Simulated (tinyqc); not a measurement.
Critical temperature from a phonon spectrum: McMillan, Allen-Dynes and the linearised Eliashberg equation. Changing the Coulomb pseudopotential mu*. Computed by tinyqc, a small Python program. Command: `OMP_NUM_THREADS=1 python tinyqc.py 3031646 3031647 out.jsonl eliashberg sweep`. One thread of a shared host (Intel(R) Xeon(R) Processor @ 2.30GHz), about 0.03 s of CPU time with the checks.

alpha^2 F(omega) = sum_i (lambda_i omega_i/2) delta(omega - omega_i), so that lambda = 2 int alpha^2 F/omega d omega = sum_i lambda_i.

Inputs (values chosen for the exercise, for a model metal):
```
quantity             value  unit
peak energy omega_1   21.6   meV
coupling lambda_1    0.287     -
peak energy omega_2   39.3   meV
coupling lambda_2    0.552     -
```

Peaks in alpha^2 F: two.

Constants: k_B = 8.617333262e-05 eV/K.

Method:
- omega_log = exp(sum lambda_i ln omega_i / lambda); omega_rms = sqrt(sum lambda_i omega_i^2 / lambda).
- McMillan form: k_B T_c = (omega_log/1.2) exp[-1.04 (1 + lambda)/(lambda - mu* (1 + 0.62 lambda))]. Allen-Dynes multiplies it by f1 f2: f1 = [1 + (lambda/L1)^(3/2)]^(1/3), L1 = 2.46 (1 + 3.8 mu*); f2 = 1 + (omega_rms/omega_log - 1) lambda^2/(lambda^2 + L2^2), L2 = 1.82 (1 + 6.3 mu*) omega_rms/omega_log.
- Linearised Eliashberg equation at omega_n = (2n + 1) pi k_B T, n = 0..N-1: lambda(j) = sum_i lambda_i omega_i^2/(omega_i^2 + (2 pi j k_B T)^2); K_mn = lambda(m - n) + lambda(m + n + 1) - 2 mu*(N) - delta_mn [2m + 1 + lambda(0) + 2 sum_(j=1..m) lambda(j)], with 1/mu*(N) = 1/mu* + ln(omega_rms/omega_N), omega_N = (2N + 1) pi k_B T. T_c is where the largest eigenvalue rho of K is zero.
- N is the smallest integer at or above 8 omega_max/(2 pi k_B T_AD), omega_max the highest peak and T_AD the Allen-Dynes value.
- T_c ~ M^(-a). All omega_i scale as M^(-1/2) at fixed lambda, but mu* = mu/(1 + mu ln(E_F/omega)) changes: d mu*/d ln omega = mu*^2. In the McMillan form a = (1/2) [1 - 1.04 (1 + lambda)(1 + 0.62 lambda) mu*^2/(lambda - mu* (1 + 0.62 lambda))^2].

One run for each value:
```
Coulomb pseudopotential mu*  T_c, Eliashberg (K)  T_c, Allen-Dynes (K)  T_c, McMillan form (K)  isotope exponent a
0.04                                      28.091                28.081                  26.519             0.49616
0.07                                      23.522                23.909                  22.757             0.48673
0.10                                      19.257                19.981                  19.136             0.46920
0.13                                      15.351                16.311                  15.699             0.44028
0.16                                      11.848                12.929                  12.495             0.39515
0.19                                       8.791                 9.875                   9.576             0.32662
0.22                                       6.216                 7.192                   6.994             0.22362
```

What does the table show, and why?

Over the rows, T_c, Eliashberg (K) falls from 28.1 to 6.22 (exponent d ln y / d ln x -0.32 between the first rows and -2.4 between the last); T_c, Allen-Dynes (K) falls from 28.1 to 7.19 (exponent d ln y / d ln x -0.29 between the first rows and -2.2 between the last); T_c, McMillan form (K) falls from 26.5 to 6.99 (exponent d ln y / d ln x -0.27 between the first rows and -2.1 between the last). Repulsion acts at all Matsubara frequencies; the gap function escapes part of it by changing sign at high frequency. The smaller lambda, the more a given mu* costs.
